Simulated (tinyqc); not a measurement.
Plane-wave Kohn-Sham cycle with exchange-only LDA in a layered model solid, step by step. Computed by tinyqc, a small Python program that keeps every step. Settings: points = 16, plane-wave index or count = 3, electrons = 2, k points = 4, area = 36.0, mixing = 1.0, iteration cap = 65, Pulay depth = 5. Command: `OMP_NUM_THREADS=1 python tinyqc.py 21059 21060 out.jsonl` (the two numbers bound the seeds that draw the settings). One thread of a shared host (Intel(R) Xeon(R) Processor @ 2.60GHz), about 0.01 s of CPU time with the checks. Later iterations appear only in the table of the cycle.

## Iteration 1: potential

A solid whose potential varies along x alone (atomic units):
```
parameter                      value
period a                   15.200000
cross-section of the cell  36.000000
electrons per cell                 2
grid points                       16
plane waves -n..n, n               3
k points                           4
V1 in V1 cos(2 pi x/a)     -0.430000
```

density at the start, on the grid x_j = j a/N (e/bohr^3): 0.00365497  0.00365497  0.00365497  0.00365497  0.00365497  0.00365497  0.00365497  0.00365497  0.00365497  0.00365497  0.00365497  0.00365497  0.00365497  0.00365497  0.00365497  0.00365497

V_H(G) = 4 pi rho(G)/G^2 for G != 0 (uniform background); v_x = -(3 rho/pi)^(1/3); V = V_ext + V_H + v_x; Fourier components f(G_m) = (1/N) sum_j f(x_j) exp(-i G_m x_j).

Potentials on the grid (hartree):
```
x              V_ext       V_H        v_x          V
0.000000   -0.430000  0.000000  -0.151688  -0.581688
0.950000   -0.397268  0.000000  -0.151688  -0.548956
1.900000   -0.304056  0.000000  -0.151688  -0.455744
2.850000   -0.164554  0.000000  -0.151688  -0.316242
3.800000           0  0.000000  -0.151688  -0.151688
4.750000    0.164554  0.000000  -0.151688   0.012866
5.700000    0.304056  0.000000  -0.151688   0.152368
6.650000    0.397268  0.000000  -0.151688   0.245580
7.600000    0.430000  0.000000  -0.151688   0.278312
8.550000    0.397268  0.000000  -0.151688   0.245580
9.500000    0.304056  0.000000  -0.151688   0.152368
10.450000   0.164554  0.000000  -0.151688   0.012866
11.400000          0  0.000000  -0.151688  -0.151688
12.350000  -0.164554  0.000000  -0.151688  -0.316242
13.300000  -0.304056  0.000000  -0.151688  -0.455744
14.250000  -0.397268  0.000000  -0.151688  -0.548956
```

V(G_m), m = 0, 1, 2, ... (hartree): -0.151688  -0.215000  0.000000  0.000000  0.000000  0.000000  0.000000

## Iteration 1: Hamiltonian at one k

k = 0.125000 2 pi / a

H(m,m') = (k + G_m)^2/2 delta + V(G_m - G_m'), with V(-G) = V(G).

H (hartree), lower triangle:
```
           -3         -2         -1         +0         +1         +2        +3
-3   0.554496
-2  -0.215000   0.148674
-1   0.000000  -0.215000  -0.086276
+0   0.000000   0.000000  -0.215000  -0.150353
+1   0.000000   0.000000   0.000000  -0.215000  -0.043558
+2   0.000000   0.000000   0.000000   0.000000  -0.215000   0.234110
+3   0.000000   0.000000   0.000000   0.000000   0.000000  -0.215000  0.682651
```

## Iteration 1: levels at that k

Diagonalise the Hermitian matrix.

eigenvalues (hartree): -0.451662  -0.203362  0.016298  0.220062  0.321293  0.658942  0.778175

## Iteration 1: new density

Motion across x is left out: the lowest 1 band(s) hold two electrons at each of the k points (j + 1/2)/nk - 1/2. Residual R = rho(out) - rho(in); rho(new) = rho(in) + 1 R. rho(out) = 2/(a A nk) sum |psi|^2 with psi = sum c exp(i G x). Harris energy E = band energy - dV sum rho (V_H/2 + v_x) + (3/4) dV sum rho v_x with rho(in), dV = a A/N, band energy = (2/nk) sum of the filled levels.

rho(out) (e/bohr^3): 0.01556997  0.01248379  0.00639083  0.00206462  0.00043206  0.00007006  0.00001198  0.00000142  0.00000006  0.00000142  0.00001198  0.00007006  0.00043206  0.00206462  0.00639083  0.01248379

density after iteration 1 (e/bohr^3): 0.01556997  0.01248379  0.00639083  0.00206462  0.00043206  0.00007006  0.00001198  0.00000142  0.00000006  0.00000142  0.00001198  0.00007006  0.00043206  0.00206462  0.00639083  0.01248379

energy per cell = -0.82739655 hartree

## Iteration 2: potential

As before.

Potentials on the grid (hartree):
```
x              V_ext        V_H        v_x          V
0.000000   -0.430000   0.534593  -0.245897  -0.141304
0.950000   -0.397268   0.470135  -0.228440  -0.155573
1.900000   -0.304056   0.308467  -0.182744  -0.178333
2.850000   -0.164554   0.113859  -0.125392  -0.176087
3.800000           0  -0.065370  -0.074445  -0.139816
4.750000    0.164554  -0.209206  -0.040596  -0.085247
5.700000    0.304056  -0.312636  -0.022531  -0.031111
6.650000    0.397268  -0.374788  -0.011067   0.011413
7.600000    0.430000  -0.395513  -0.003794   0.030693
8.550000    0.397268  -0.374788  -0.011067   0.011413
9.500000    0.304056  -0.312636  -0.022531  -0.031111
10.450000   0.164554  -0.209206  -0.040596  -0.085247
11.400000          0  -0.065370  -0.074445  -0.139816
12.350000  -0.164554   0.113859  -0.125392  -0.176087
13.300000  -0.304056   0.308467  -0.182744  -0.178333
14.250000  -0.397268   0.470135  -0.228440  -0.155573
```

V(G_m), m = 0, 1, 2, ... (hartree): -0.101258  -0.047392  0.020921  0.004766  0.001790  -0.000240  0.000207

## Iteration 2: Hamiltonian at one k

k = 0.125000 2 pi / a

As before.

H (hartree), lower triangle:
```
           -3         -2         -1         +0         +1         +2        +3
-3   0.604927
-2  -0.047392   0.199105
-1   0.020921  -0.047392  -0.035845
+0   0.004766   0.020921  -0.047392  -0.099923
+1   0.001790   0.004766   0.020921  -0.047392   0.006873
+2  -0.000240   0.001790   0.004766   0.020921  -0.047392   0.284541
+3   0.000207  -0.000240   0.001790   0.004766   0.020921  -0.047392  0.733082
```

## Iteration 2: levels at that k

As before.

eigenvalues (hartree): -0.133776  -0.049596  0.031850  0.204862  0.289004  0.611463  0.738952

## Iteration 2: new density

B (overlaps of the stored error matrices):
```
                1               2
1   4.3096720e-04  -2.1795294e-04
2  -2.1795294e-04   1.4432980e-04
```

Motion across x is left out: the lowest 1 band(s) hold two electrons at each of the k points (j + 1/2)/nk - 1/2. Residual R = rho(out) - rho(in); rho(new) = rho(in) + 1 R; Pulay mixing then takes sum c_i of the stored mixed densities, with c from B_ij = sum R_i R_j as in DIIS. rho(out) = 2/(a A nk) sum |psi|^2 with psi = sum c exp(i G x). Harris energy E = band energy - dV sum rho (V_H/2 + v_x) + (3/4) dV sum rho v_x with rho(in), dV = a A/N, band energy = (2/nk) sum of the filled levels.

rho(out) (e/bohr^3): 0.00790347  0.00768667  0.00684048  0.00518368  0.00314514  0.00150286  0.00060120  0.00024668  0.00016265  0.00024668  0.00060120  0.00150286  0.00314514  0.00518368  0.00684048  0.00768667

DIIS coefficients: 0.358269  0.641731

density after iteration 2 (e/bohr^3): 0.01065014  0.00940533  0.00667938  0.00406621  0.00217313  0.00098953  0.00039010  0.00015881  0.00010440  0.00015881  0.00039010  0.00098953  0.00217313  0.00406621  0.00667938  0.00940533

energy per cell = -0.57584555 hartree

## Convergence

Stop when sqrt(dV sum R^2) is below 1e-8, dV = a A/N.

Course of the cycle:
```
iteration  E (hartree)  norm of the residual
1          -0.82739655              1.21e-01
2          -0.57584555              7.03e-02
3          -0.55453274              5.23e-03
4          -0.55440789              2.31e-03
5          -0.55436836              1.11e-04
6          -0.55436827              7.43e-06
7          -0.55436827              1.06e-06
8          -0.55436827              2.15e-09
```

Converged in 8 iterations. Before convergence this energy mixes input and output and is not variational, so it may rise towards its limit.
